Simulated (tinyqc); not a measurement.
Approximations to the ground state: Holstein polaron on two sites. Computed by tinyqc, a small Python program. Command: `OMP_NUM_THREADS=1 python tinyqc.py 3013776 3013777 out.jsonl holstein walk`. One thread of a shared host (Intel(R) Xeon(R) Processor @ 2.30GHz), about 0.01 s of CPU time with the checks.

One electron on sites 1 and 2: H = -t (c1+ c2 + c2+ c1) + hbar omega sum_i b_i+ b_i - g hbar omega sum_i n_i (b_i + b_i+). The symmetric phonon shifts the energy by -g^2 hbar omega/2 and drops out; with b = (b_1 - b_2)/sqrt(2) there remains H = -t sigma_x + hbar omega b+ b - (g hbar omega/sqrt(2)) sigma_z (b + b+). Parity splits it into blocks p = +1 and -1 over phonon numbers n. Zero-point energies are left out. Weights Z refer to mode b alone; the displaced symmetric mode multiplies the full zero-phonon weight by exp(-g^2/2).

Inputs (values chosen for the exercise, for a model dimer): hopping t = 72 meV; phonon energy hbar omega = 115 meV; coupling g = 2.6.

Method:
- Polaron binding energy E_p = g^2 hbar omega; ratio E_p/t (the adiabatic potential has two wells when it exceeds 1); adiabaticity hbar omega/t.
- Block p: H_nn = n hbar omega - p t (-1)^n - g^2 hbar omega/2, H_(n,n+1) = -(g hbar omega/sqrt(2)) sqrt(n + 1).
- Use 60 levels in both blocks; Z = c_0^2 is the weight of n = 0 in the ground state c; the splitting is the lowest odd level less the lowest even one, which without coupling is the smaller of 2t and hbar omega; <sigma_x> = sum (-1)^n c_n^2 measures the kinetic energy.
- Second order: E = -t - E_p/2 - (E_p/2) hbar omega/(hbar omega + 2t). Lang-Firsov: E = -E_p - t exp(-g^2). Variable displacement: E(x) = -E_p/2 - t exp(-g^2 x^2) - (E_p/2)(2x - x^2), minimised over 0 <= x <= 1. Adiabatic, classical lattice: E = -E_p/2 - t for E_p < t, else -E_p - t^2/(2 E_p); it leaves out the change of zero-point energy.

E_p = 777.4 meV

E_p/t = 10.7972

ground-state energy = -781.122 meV

hbar omega/t = 1.59722

Ground-state energy (meV):
```
method                       E  E - exact
second order in g      -633.29     147.83
Lang-Firsov            -777.48       3.64
variable displacement  -777.48       3.64
adiabatic, classical   -780.73       0.39
```

best displacement x = 0.99852

Closest here is adiabatic, classical (+0.39 meV), furthest second order in g (+147.83 meV), at hbar omega/t = 1.60 and E_p/t = 10.80. Lang-Firsov and variable displacement are variational and lie above the exact value.

Extremes, crossings and ranges named in words are read from the listed rows.
